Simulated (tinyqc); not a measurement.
Random alloy fluctuations: inter-valley coupling by envelope functions against a chain of atomic planes.

Chain: E(phi) = e0 + 2 v cos(phi) + 2 u cos(2 phi), cos(phi0) = -v/(4u), e0 = 2u + v^2/(4u); plane j = 0, 1, ... has the potential V_j = dE x_j + F (j - 30) a/4 (1 MV/m = 1e-4 V/angstrom). There are 30 barrier planes a side; with y = j - 29.5, x_j = xb (f(y) + f(Nw - y)), f(y) = 1/(1 + exp(y/L)), plus any Ge added in the well. The valley splitting is the spacing of the two lowest levels. Envelope theory: F_j solves a one-valley chain with hopping -b and diagonal 2b + V_j, b = 4u sin^2(phi0), sum F_j^2 = 1; the valleys couple by Dv = sum_j F_j^2 V_j exp(-2 i phi0 j) and split by 2|Dv|.

Values chosen for the exercise (near those of the Delta valleys of silicon in a SiGe well; the results hold for these values, not for the real material):

| symbol | value | unit | meaning |
|---|---|---|---|
| a | 5.431 | angstrom | lattice constant; planes lie a/4 apart |
| u | 0.605 | eV | second-neighbour hopping |
| v | 0.484 | eV | nearest hopping |
| Nw | 67 |  | planes in the well |
| L | 0.75 | planes | interface width |
| xb | 0.26 |  | Ge fraction of the barriers |
| dE | 0.56 | eV | offset per unit Ge fraction |
| F | 8 | MV/m | field |
| x0 | 6168 |  | start of the number sequence |
| na | 12000 |  | atoms a plane under the dot |

A uniform fraction x is added on all planes. Each plane j then fluctuates by q sqrt(x_j (1 - x_j)/na) in Ge fraction, q = sqrt12 (z/2147483647 - 1/2) with z(new) = 16807 z mod 2147483647 from x0, restarted for each row; 24 samples. Theory: Dv is a complex Gaussian with sigma^2 = dE^2 sum F_j^4 x_j (1 - x_j)/na, and the mean splitting is sqrt(pi) sigma if the smooth part is negligible.

Splitting (micro-eV):

| x | sigma | sqrt(pi) sigma | mean of 24 | least | largest |
|---|---|---|---|---|---|
| 0.00 | 23.9 | 42.4 | 49.9 | 5.8 | 88.4 |
| 0.01 | 93.9 | 166.4 | 195.5 | 77.5 | 419.3 |
| 0.02 | 130.0 | 230.4 | 269.6 | 85.1 | 567.3 |
| 0.05 | 200.3 | 355.1 | 413.6 | 103.2 | 855.0 |
| 0.10 | 274.8 | 487.1 | 566.2 | 124.9 | 1160.0 |

Without added Ge the disorder sits in the barriers, where the state is small: mean 49.9 micro-eV, against 16 for the smooth well. With 5 % Ge in the well the mean is 414, theory 355, with a statistical error of about 11 % for 24 samples; the miss is +16 %, and since every row reuses one sequence the rows with added Ge miss alike. The spread grows with the mean: at 5 % the samples run from 103 to 855, so small splittings remain possible. sigma falls as 1/sqrt(na) for larger dots. A chain with one orbital a plane has no Bloch-function factor, which scales all these couplings down in fuller models.

tinyqc: `OMP_NUM_THREADS=1 python tinyqc.py 1452286 1452287 out.jsonl`; about 0.05 s, one thread, shared Intel(R) Xeon(R) Processor @ 2.30GHz.
